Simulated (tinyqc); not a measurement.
Nucleation and growth of vacancy voids in a cooling silicon-like crystal: one step, computed by the program tinyqc.

Spherical voids; vacancies are lost only to voids.

Task: Nucleation rate at T with the initial excess. C_e = C_m exp[-(E_f/k_B)(1/T - 1/T_m)]; D = D0 exp(-E_m/(k_B T)); f = k_B T ln(C/C_e); r* = 2 gamma/(rho f); W* = 16 pi gamma^3/(3 rho^2 f^2); Z = f/sqrt(12 pi W* k_B T); I = rho Z (4 pi r* D C) exp(-W*/(k_B T)).

Inputs (values chosen for the exercise, for a model crystal):
```
quantity                                    value    unit
vacancy density at the melting point C_m  4.2e+14  1/cm^3
formation energy E_f                         3.72      eV
melting point T_m                            1685       K
diffusion prefactor D0                     0.0018  cm^2/s
migration energy E_m                         0.44      eV
site density rho                            5e+22  1/cm^3
void surface energy gamma                   0.972   J/m^2
temperature of the worked step T             1395       K
```

initial excess C = 1.80e+13 1/cm^3

Constants: k_B = 8.617333262e-05 eV/K; k_B = 1.380649e-23 J/K; e = 1.602176634e-19 C.

Give: C_e; D; driving force f; critical radius r*; W*/(k_B T); rate I.

Result:

C_e = 2.043e+12 1/cm^3

D = 4.631e-05 cm^2/s

driving force f = 0.2616 eV

critical radius r* = 0.9277 nm

W*/(k_B T) = 181.9

rate I = 1.243e-55 1/(cm^3 s)

Cooling by 10 K multiplies I by 4.4e12: nucleation switches on within a narrow range of temperature.
